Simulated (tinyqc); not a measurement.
MOS inversion layer, Poisson-Schroedinger loop: two steps of the calculation.

Electrons confined at an insulator interface at z = 0, treated as a hard wall; parabolic valleys, Hartree approximation, no image or exchange terms. The depletion charge lies far deeper than the electrons and gives a uniform field q Nd/(eps0 eps_r); the gate balances all charge. Energies are counted from the band edge at the interface.

Inputs (values chosen for the exercise); masses and permittivity close to those of silicon (110):
```
symbol   value   unit                                     meaning
T          300      K                                 temperature
mz1      0.318     m0  mass along z of valley set A (4 valley(s))
md1      0.329     m0    in-plane density-of-states mass of set A
mz2      0.193     m0  mass along z of valley set B (2 valley(s))
md2      0.423     m0    in-plane density-of-states mass of set B
Ns      3.3e12  cm^-2                  sheet density of electrons
dE        0.11     eV               extra shift of set B (strain)
hz        0.75     nm                                   mesh step
```

Constants: q = 1.602176634e-19 C, kB = 1.380649e-23 J/K, hbar = 1.054571817e-34 J s, m0 = 9.1093837015e-31 kg, Vt = kB T/q, hbar^2/(2 m0) = 0.0380998212 eV nm^2. Results are converted to the units shown.

Task 1. Fermi level and occupations. Level k holds N_k = D_k Vt ln(1 + exp((EF - E_k)/Vt)) with D = 4 md1 m0 q/(pi hbar^2) for the set A, D = 2 md2 m0 q/(pi hbar^2) for the set B per eV (spin included); EF is fixed by sum N_k = Ns.

levels (eV): A1 0.08841469, A2 0.15372330, B1 0.21463559, B2 0.29225309

Find: EF; N_k.

Result 1.

EF = 0.05114 eV
N_k (cm^-2): A1 3.017e12, A2 2.662e11, B1 1.636e10, B2 8.132e8

Task 2. Levels and probability densities. Tridiagonal Hamiltonian with psi = 0 one step beyond both ends: H_ii = C (1/m_(i-1/2) + 1/m_(i+1/2))/hz^2 + V0_i + U_i (+ dE for the set B), H_(i,i+1) = -C/(m_(i+1/2) hz^2), C = hbar^2/(2 m0). The lowest 2 level(s) of each valley set are kept, normalised to hz sum |psi|^2 = 1. The mass is the same on all intervals.

fixed potential V0, node 1 to 18 (eV): [0.01610160, 0.03220319, 0.04830479, 0.06440639, 0.08050799, 0.09660958, 0.11271118, 0.12881278, 0.14491437, 0.16101597, 0.17711757, 0.19321917, 0.20932076, 0.22542236, 0.24152396, 0.25762555, 0.27372715, 0.28982875]
U after round 1, node 1 to 18 (eV): [0.02656764, 0.05128011, 0.07100712, 0.08453170, 0.09279737, 0.09749128, 0.10002460, 0.10131896, 0.10193360, 0.10220015, 0.10230470, 0.10234167, 0.10235348, 0.10235689, 0.10235779, 0.10235800, 0.10235804, 0.10235805]

Find: levels; |psi|^2 of A1; |psi|^2 of A2; |psi|^2 of B1; |psi|^2 of B2.

Result 2.

levels (eV): A1 0.15742, A2 0.24099, B1 0.29116, B2 0.38272
|psi|^2 of A1, node 1 to 18 (1/nm): [0.18186, 0.38833, 0.36429, 0.22656, 0.10854, 0.04305, 0.01471, 0.00443, 0.00119, 0.00029, 0.00006, 0.00001, 0.00000, 0.00000, 0.00000, 0.00000, 0.00000, 0.00000]
|psi|^2 of A2, node 1 to 18 (1/nm): [0.11638, 0.13296, 0.01404, 0.03816, 0.18043, 0.26956, 0.24932, 0.17073, 0.09364, 0.04294, 0.01692, 0.00583, 0.00178, 0.00049, 0.00012, 0.00003, 0.00001, 0.00000]
|psi|^2 of B1, node 1 to 18 (1/nm): [0.10434, 0.26890, 0.32464, 0.27098, 0.17940, 0.10053, 0.04940, 0.02174, 0.00869, 0.00318, 0.00108, 0.00034, 0.00010, 0.00003, 0.00001, 0.00000, 0.00000, 0.00000]
|psi|^2 of B2, node 1 to 18 (1/nm): [0.07088, 0.12812, 0.06586, 0.00186, 0.03443, 0.13082, 0.20867, 0.22452, 0.18781, 0.13029, 0.07771, 0.04076, 0.01909, 0.00806, 0.00307, 0.00105, 0.00030, 0.00005]

tinyqc, about 1 s, one thread, Intel Xeon 2.30GHz (shared host): `OMP_NUM_THREADS=1 python tinyqc.py 2160174 2160175 out.jsonl`
